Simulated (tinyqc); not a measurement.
Carrier lifetime from Shockley-Read-Hall, radiative, Auger and surface recombination: one step, computed by the program tinyqc.

Energies are counted from the top of the valence band. Boltzmann statistics, full ionisation, and equal excess densities of electrons and holes.

Problem. Lifetimes at the given injection. With n = n_0 + dn, p = p_0 + dn and U/dn = 1/tau: (n p - n_i^2)/dn = n_0 + p_0 + dn = s; 1/tau_SRH = s/[tau_p0 (n + n1) + tau_n0 (p + p1)]; 1/tau_rad = B s; 1/tau_Aug = (C_n n + C_p p) s; the rates add, with 1/tau_s. Radiative efficiency = tau_eff/tau_rad; effective diffusion length = sqrt(D tau_eff).

Inputs (values chosen for the exercise, for a model semiconductor):

| quantity | value | unit |
|---|---|---|
| temperature T | 300 | K |
| doping N | 2.7e+14 | cm^-3 |
| radiative coefficient B | 1.4e-10 | cm^3/s |
| Auger coefficient C_n | 5.9e-32 | cm^6/s |
| Auger coefficient C_p | 1.1e-30 | cm^6/s |
| excess density dn | 1e+16 | cm^-3 |
| diffusion coefficient D | 59 | cm^2/s |

Doping: p-type. Surface term: two equal surfaces.

n_0 = 1.801523e-05 cm^-3

p_0 = 2.70e+14 cm^-3

tau_p0 = 1.191041e-04 s

n1 = 1.110760e-07 cm^-3

tau_n0 = 2.138309e-08 s

p1 = 4.379084e+16 cm^-3

tau_s = 6.189073e-09 s

Give: tau_SRH at dn; tau_rad at dn; tau_Aug at dn; effective lifetime at dn; radiative efficiency at dn; effective diffusion length at dn.

Solution.

tau_SRH at dn = 1.1609e-04 s

tau_rad at dn = 6.9551e-07 s

tau_Aug at dn = 0.0081914 s

effective lifetime at dn = 6.1342e-09 s

radiative efficiency at dn = 0.0088197

effective diffusion length at dn = 6.0159 micrometre

Caution: beyond low injection D should be the ambipolar coefficient.
